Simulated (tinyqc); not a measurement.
Raising U: Hubbard ring of 5 sites, mean field against exact. Computed by the program tinyqc. Collinear unrestricted mean field (the lowest of 40 random starts) against exact diagonalisation.

one-body matrix (hopping and site energies) (eV):
```
,1,2,3,4,5
1,0.0000,-1.5700,0.0000,0.0000,-1.5700
2,-1.5700,0.0000,-1.5700,0.0000,0.0000
3,0.0000,-1.5700,0.0000,-1.5700,0.0000
4,0.0000,0.0000,-1.5700,0.0000,-1.5700
5,-1.5700,0.0000,0.0000,-1.5700,0.0000
```

electrons, up and down: 3  1

Exact and mean-field results (eV):
```
U,U/t,E exact,E mean field,mean |n_up - n_down|,"double occupancy, exact",first gap in the sector
0.790,0.503,-7.76554,-7.74663,0.400,0.110,2.148
3.140,2.000,-6.64081,-6.33663,0.400,0.081,1.897
4.710,3.000,-6.07140,-5.39463,0.400,0.064,1.676
6.280,4.000,-5.62464,-4.45263,0.400,0.050,1.472
9.420,6.000,-5.00081,-3.71829,0.735,0.031,1.157
12.560,8.000,-4.60594,-3.40768,0.767,0.020,0.946
18.840,12.000,-4.15508,-3.11161,0.786,0.010,0.700
31.400,20.000,-3.76126,-2.88099,0.795,3.87e-03,0.486
```

Estimate the missing row, U = 1.57.

Computed row:
```
U        U/t   E exact  E mean field  mean |n_up - n_down|  double occupancy, exact  first gap in the sector
1.570  1.000  -7.35413      -7.27863                 0.400                    0.101                    2.089
```

In absolute terms mean field is worst at U/t = 6.0, 1.283 eV too high: at small U it is nearly exact, and at large U it still misses the motion of the hole through a fluctuating spin background. Relative to the exact energy its error is 0.2 % at the smallest U, 26 % at most and 23 % at the largest. The double occupancy falls from 0.110 to 0.004.
